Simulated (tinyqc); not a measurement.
Threshold-voltage variability of a planar MOSFET, analytic estimates: one step of the calculation.

Three independent sources add in quadrature: random dopants in the depleted layer, metal-gate grains of two orientations, and roughness of the two gate edges acting through the roll-off VT = VT(long) - Vr exp(-L/l). These are first-order estimates: no three-dimensional electrostatics, no percolation.

Question. Total spread, mismatch and leakage. s = sqrt(s1^2 + s2^2 + s3^2). For a pair: s(dVT) = sqrt(2) s; current mismatch sqrt(2) sqrt((gI s)^2 + sb^2); input offset = current mismatch/gI. For a Gaussian VT the off current is log-normal with mean/median = exp(s^2/(2 (n Vt)^2)).

Values chosen for this exercise; material values close to those of silicon: temperature T = 300 K; subthreshold factor n = 1.28; gm/I of a matched pair gI = 10 1/V; spread of the gain factor of one device sb = 1 %.

Constants: q = 1.602176634e-19 C, kB = 1.380649e-23 J/K, Vt = kB T/q. Results are converted to the units shown.

s1 = 9.0583366 mV
s2 = 7.3029674 mV
s3 = 1.1341678 mV

Give: s; s(dVT); current mismatch; input offset; mean/median of Ioff.

Answer.

s = 11.69 mV
s(dVT) = 16.53 mV
current mismatch = 16.59 %
input offset = 16.59 mV
mean/median of Ioff = 1.064

Numbers from tinyqc (`OMP_NUM_THREADS=1 python tinyqc.py 2090123 2090124 out.jsonl`; about 0.01 s on one thread of a shared Intel Xeon 2.30GHz).
